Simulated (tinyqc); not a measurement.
# Short-channel transistor, virtual-source model with series resistance, step by step

tinyqc, about 0.06 s, one thread, Intel Xeon 2.30GHz (shared host): `OMP_NUM_THREADS=1 python tinyqc.py 2380123 2380124 out.jsonl` Printed values are rounded.

The current per gate width is the charge at the top of the source barrier (the virtual source) times its velocity times a saturation function; al and be are fitting constants of the model. Units: I in uA/um, Rs in ohm um, so I Rs = 1e-6 I Rs in volts; Q in uC/cm^2, so I = 1e-4 Q vx0 Fsat with vx0 in cm/s.

Values chosen for this exercise: temperature T = 350 K; inversion capacitance Cinv = 3.99 uF/cm^2; velocity at the virtual source vx0 = 1.37e7 cm/s; apparent mobility mu = 340 cm^2/(V s); channel length L = 25 nm; threshold at zero drain voltage VT0 = 0.45 V; drain-induced barrier lowering dl = 0.13 V/V; subthreshold factor n0 = 1.43; growth of n with drain voltage nd = 0.1 1/V; threshold shift (in units of Vt) from weak to strong inversion al = 3.5; sharpness of saturation be = 1.4; series resistance of each contact Rs = 120 ohm um; gate voltage Vgs = 1 V; drain voltage Vds = 1 V.

Constants: q = 1.602176634e-19 C, kB = 1.380649e-23 J/K, Vt = kB T/q. Results are converted to the units shown.

## Iteration 1: current through the series resistance

I at the start = 0 uA/um

Intrinsic voltages Vg' = Vgs - I Rs, Vd' = Vds - 2 I Rs. n = n0 + nd Vd', VT = VT0 - dl Vd', Ff = 1/(1 + exp((Vg' - VT + al Vt/2)/(al Vt))), Q = Cinv n Vt ln(1 + exp((Vg' - VT + al Vt Ff)/(n Vt))), Vdsat = (vx0 L/mu)(1 - Ff) + Vt Ff, Fsat = u/(1 + u^be)^(1/be) with u = Vd'/Vdsat, and I(out) = Q vx0 Fsat per width. (Fsat takes the sign of u.) Newton step: I(new) = I + (I(out) - I)/(1 - s), s = dI(out)/dI by a central difference with +/- 0.001 uA/um.

Vg' = 1 V
Vd' = 1 V
VT = 0.32 V
Ff = 9.65699e-4
Q = 2.71361 uC/cm^2
Vdsat = 0.100667 V
Fsat = 0.972252
I(out) = 3614.48 uA/um
s = -0.836171
I after iteration 1 = 1968.49 uA/um

## Iteration 2: current through the series resistance

As before.

Vg' = 0.763781 V
Vd' = 0.527563 V
VT = 0.381417 V
Ff = 0.0159508
Q = 1.53239 uC/cm^2
Vdsat = 0.0996096 V
Fsat = 0.936056
I(out) = 1965.13 uA/um
s = -0.837603
I after iteration 2 = 1966.66 uA/um

## Course of the iteration: current through the series resistance

Stop when I changes by less than 1e-7 uA/um, or after 80 iterations.

Course of the iteration:
```
iteration  I (uA/um)  |change| (uA/um)
1            1968.49              1970
2            1966.66              1.83
3            1966.66           4.12e-6
4            1966.66            < 1e-9
```

Converged in 4 iterations. The change falls from 2000 in the first iteration to below the tolerance in the last.

## What the series resistance costs

converged I = 1966.66 uA/um
I0 = 3614.48 uA/um

Intrinsic voltages Vg' = Vgs - I Rs, Vd' = Vds - 2 I Rs. n = n0 + nd Vd', VT = VT0 - dl Vd', Ff = 1/(1 + exp((Vg' - VT + al Vt/2)/(al Vt))), Q = Cinv n Vt ln(1 + exp((Vg' - VT + al Vt Ff)/(n Vt))), Vdsat = (vx0 L/mu)(1 - Ff) + Vt Ff, Fsat = u/(1 + u^be)^(1/be) with u = Vd'/Vdsat, and I = Q vx0 Fsat per width. I0 is the current for Rs = 0. Effective velocity I/Q; transit time L Q/I.

loss against I0 = 45.5895 %
effective velocity = 1.28249e7 cm/s
transit time = 0.194934 ps

The carriers leave the virtual source at 93.6 % of vx0: the device is in saturation.
